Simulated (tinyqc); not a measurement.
Comparisons within one model: thin (001) film in sp3s* tight binding with raised dangling bonds. A value that a table varies takes the place of the one given here.

Planes alternate anion (a), cation (c) along [001], a/4 apart, starting with an anion; zero in-plane momentum; levels counted from the bulk Ev, the lower root of [[Epa, Vxx], [Vxx, Epc]]; no spin-orbit coupling. Block of s, pz, s*: from an anion to the cation above, Vss/2 (s,s), Vsapc/2 (s,z), -Vscpa/2 (z,s), Vxx/2 (z,z), Vxapc/2 (s*,z), -Vpaxc/2 (z,s*); to the cation below the same with the s-z and s*-z signs reversed. Block of u = (px + py)/sqrt2 and v = (px - py)/sqrt2: to the cation above (Vxx + Vxy)/2 for u and (Vxx - Vxy)/2 for v, to the cation below the reverse. Each surface atom has two dangling sp3 hybrids; raising both by dl adds (dl/2) [[1, t], [t, 1]] to its s, pz levels (t = -1 at the bottom face, +1 at the top) and dl to the one of u, v in whose plane the missing bonds lie (v for a bottom anion or a top cation, u for a top anion).

Inputs chosen for the exercise (near a published set for SiC, fitted to gaps, whose masses and valley positions are rough; shifted at random, so the results belong to these values and not to a real crystal): p = (-8.453, 2.118, -4.848, 4.343, 9.668, 9.327, -12.465, 3.033, 5.943, 9.458, 9.195, 8.699, 4.401) eV (order Esa, Epa, Esc, Epc, Exa, Exc, Vss, Vxx, Vxy, Vsapc, Vscpa, Vxapc, Vpaxc); Nw = 19 (planes in the thicker film); a = 4.36 angstrom (lattice constant); dp = 30 eV (value of dl for the passivated films); Ns = (7, 11, 13, 15, 23, 36, 47, 71) (numbers of planes).

## States in the gap of a film

edges (eV): Gamma 5.94425, Delta 2.32896

Levels between 0 and the lower bulk edge, the largest weight on the two outer planes of both faces among them, and the nearest levels outside, for several shifts dl.

Film of Nw planes:

| dl (eV) | levels in the gap | at (eV) | surface weight | next above (eV) | next below (eV) |
|---|---|---|---|---|---|
| 0 | 4 | 0.249, 0.391, 2.118, 2.118 | 0.89 | 2.3740 | -0.0975 |
| 1 | 2 | 0.725, 0.797 | 0.76 | 2.3748 | -0.0954 |
| 2 | 2 | 1.260, 1.299 | 0.81 | 2.3761 | -0.0942 |
| 3 | 2 | 1.822, 1.845 | 0.83 | 2.3802 | -0.0933 |
| 5 | 0 | - | - | 2.3635 | -0.0923 |
| 10 | 0 | - | - | 2.3705 | -0.0911 |
| 30 | 0 | - | - | 2.3716 | -0.0900 |
| 100 | 0 | - | - | 2.3718 | -0.0895 |

Can the levels of the bare film be read as confined subbands?

No: with bare surfaces (dl = 0) 4 levels lie in the bulk gap, with up to 89 % of the weight on the four outer planes, two a face, where an even spread gives 21 %; these are dangling-bond states, not subbands. The reruns show the bulk gap clear from dl = 5 eV on, and at dl = 30 eV the next level above lies -0.2 meV from its value at 100 eV.

## Gap against thickness

Passivated films (finite dp, so levels can still be some meV from their limit), thickness N a/4. Highest level below mid-gap (either block) and the two lowest above it. The exponents are -d ln(shift)/d ln N between the sixth and the last film, for the valence level and for the lowest conduction level.

Levels (eV):

| N | thickness (angstrom) | Ev1 | Ec1 | Ec2 | gap |
|---|---|---|---|---|---|
| 7 | 7.63 | -0.4714 | 2.6326 | 3.5626 | 3.1040 |
| 11 | 11.99 | -0.2313 | 2.4552 | 2.8490 | 2.6865 |
| 13 | 14.17 | -0.1748 | 2.4197 | 2.7024 | 2.5945 |
| 15 | 16.35 | -0.1366 | 2.3973 | 2.6094 | 2.5339 |
| 23 | 25.07 | -0.0637 | 2.3581 | 2.4474 | 2.4218 |
| 36 | 39.24 | -0.0261 | 2.3413 | 2.3789 | 2.3675 |
| 47 | 51.23 | -0.0166 | 2.3359 | 2.3571 | 2.3526 |
| 71 | 77.39 | -0.0075 | 2.3320 | 2.3413 | 2.3395 |

exponents: valence 1.84, conduction 2.05

The gap is 3.104 eV at 7.6 angstrom and 2.340 eV at 77.4, against 2.329 eV in the bulk along this line. At 15 planes the conduction side gives 68 meV of the widening and the valence side 137 meV. A hard-walled parabolic band has exponent 2; departures come from the offset between N a/4 and the effective width, from non-parabolicity and from the termination (odd and even N end differently: in the direction of the bond rows at the two faces and, in a compound, in the kind of atom), which also makes single steps in N uneven. Ec1 and Ec2 come from the neighbourhood of X.

## What each change does

A film of Nw planes with shift dp: highest level below mid-gap (half the lower bulk edge) and the two lowest above. Each row changes one parameter from the base and keeps the others.

Results:

| case | Ev1 (eV) | Ec1 (eV) | Ec2 (eV) |
|---|---|---|---|
| base | -0.0900 | 2.3716 | 2.5032 |
| Nw = 20 | -0.0746 | 2.3702 | 2.4974 |
| dp = 60 eV | -0.0896 | 2.3718 | 2.5039 |

The largest shifts from the base row, up to three for each result and ties (the steps differ in size, so this ranks the rows, not the parameters). Ev1 (eV): Nw +0.0154, dp +0.0004. Ec1 (eV): Nw -0.0014, dp +0.0002. Ec2 (eV): Nw -0.0058, dp +0.0007. An odd change of Nw also changes which atoms end the film, so levels need not move as thickness alone would move them; the row for dp shows how far the passivation is from converged.

tinyqc: `OMP_NUM_THREADS=1 python tinyqc.py 1481429 1481430 out.jsonl`; about 0.3 s, one thread, shared Intel(R) Xeon(R) Processor @ 2.30GHz.
